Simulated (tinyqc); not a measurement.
Width from the threshold shift.

Problem. Undoped body with a flat potential across it, hard walls, transport along x. Three valley pairs (g = 2 each) with the longitudinal mass along x, y or z. Non-parabolicity enters the subband edges through E (1 + al E) = gamma, so E = 2 gamma/(1 + sqrt(1 + 4 al gamma)); motion within a subband is taken as parabolic with the band-edge mass. Energies are counted from the bulk band edge. gamma = C pi^2 [a^2/(my (t + dl)^2) + b^2/(mz (H + dl)^2)], C = hbar^2/(2 m0). Each subband has N_k = g sqrt(2 mx m0 kB T/(pi hbar^2)); without degeneracy n = exp(EF/Vt) sum N_k exp(-E_k/Vt). Classical value Nc times t H, Nc = sum over valleys of 2 g (m m0 kB T/(2 pi hbar^2))^1.5 with m = (mx my mz)^(1/3). Threshold shift dVT = Vt ln(classical value/sum N_k exp(-E_k/Vt)). Find t and the lowest subband edge.

Values chosen for this exercise; masses close to those of silicon:
- T = 400 K (temperature)
- ml = 0.917 m0 (longitudinal mass)
- mt = 0.194 m0 (transverse mass)
- al = 0.5 1/eV (non-parabolicity)
- dl = 0 nm (widening of the box by penetration into the insulator)
- H = 12.6 nm (height (along z))

Constants: q = 1.602176634e-19 C, kB = 1.380649e-23 J/K, hbar = 1.054571817e-34 J s, m0 = 9.1093837015e-31 kg, Vt = kB T/q, hbar^2/(2 m0) = 0.0380998212 eV nm^2. Results are converted to the units shown.

dVT = 116.84295 mV

Answer. dVT is evaluated for trial values of t with all subbands; between 1.5 and 25 nm one value matches.

t = 2.100 nm
E_1 = 100.2 meV

Numbers from tinyqc (`OMP_NUM_THREADS=1 python tinyqc.py 2350001 2350002 out.jsonl`; about 0.1 s on one thread of a shared Intel Xeon 2.30GHz).
